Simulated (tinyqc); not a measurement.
Blur against noise: chemically amplified photoresist: aerial image, acid generation, bake, development and line width. Computed by tinyqc, a small Python program. Command: `OMP_NUM_THREADS=1 python tinyqc.py 3006206 3006207 out.jsonl resist walk`. One thread of a shared host (Intel(R) Xeon(R) Processor @ 2.30GHz), about 0.02 s of CPU time with the checks.

Lines and spaces of pitch p with a two-beam-like image; x = 0 is the middle of the bright space. The resist is positive and treated as uniform in depth.

Inputs (values chosen for the exercise, for a model resist at 13.5 nm):

| quantity | value | unit |
|---|---|---|
| pitch p | 26 | nm |
| image contrast c | 0.53 | - |
| mean dose E | 17.2 | mJ/cm^2 |
| Dill parameter C | 0.031 | cm^2/mJ |
| bake time t | 60 | s |
| photon energy | 91.84 | eV |
| absorption coefficient alpha | 5.1 | 1/um |

Method:
- Dose E(x) = E [1 + c cos(2 pi x/p)]; acid h = 1 - exp(-C E(x)).
- Bake: the acid image is blurred by a Gaussian of variance sigma^2 = 2 D t (each Fourier term k of h, taken on 64 points, is multiplied by exp(-4 pi^2 k^2 D t/p^2)).
- For each sigma the edge is held at x = p/4; N is taken at the mean dose; edge noise = (dh/d ln E)/(sqrt(N V) |dh/dx|), both derivatives taken of the blurred acid, V = (2 sqrt(pi) sigma)^3, N = E alpha/(photon energy), 1 mJ/cm^2 = 62.41509 eV/nm^2.

Trade-off:

| sigma/p | sigma (nm) | blur factor | photons in V | edge noise (nm) |
|---|---|---|---|---|
| 0.02 | 0.52 | 0.99214 | 3.7341e-01 | 12.848 |
| 0.04 | 1.04 | 0.96891 | 2.9872e+00 | 4.621 |
| 0.07 | 1.82 | 0.90781 | 1.6010e+01 | 2.100 |
| 0.10 | 2.60 | 0.82087 | 4.6676e+01 | 1.339 |
| 0.14 | 3.64 | 0.67917 | 1.2808e+02 | 0.962 |
| 0.18 | 4.68 | 0.52753 | 2.7221e+02 | 0.843 |
| 0.22 | 5.72 | 0.38467 | 4.9700e+02 | 0.852 |
| 0.27 | 7.02 | 0.23717 | 9.1872e+02 | 1.016 |
| 0.33 | 8.58 | 0.11653 | 1.6774e+03 | 1.530 |

The noise is least near sigma/p = 0.18 among these rows. More diffusion averages over more photons (noise falls as sigma^(-3/2)) until it erases the image slope (factor exp(-2 pi^2 sigma^2/p^2)); for a pure cosine the two balance at sigma/p = sqrt(3/8)/pi = 0.195. Caution: for a film thinner than the blur the noise falls as 1/sigma only, and the optimum moves to sigma/p = 1/(2 pi) = 0.159. Caution: rows with under about ten photons in V are beyond a Gaussian noise estimate.

Extremes, crossings and ranges named in words are read from the listed rows.
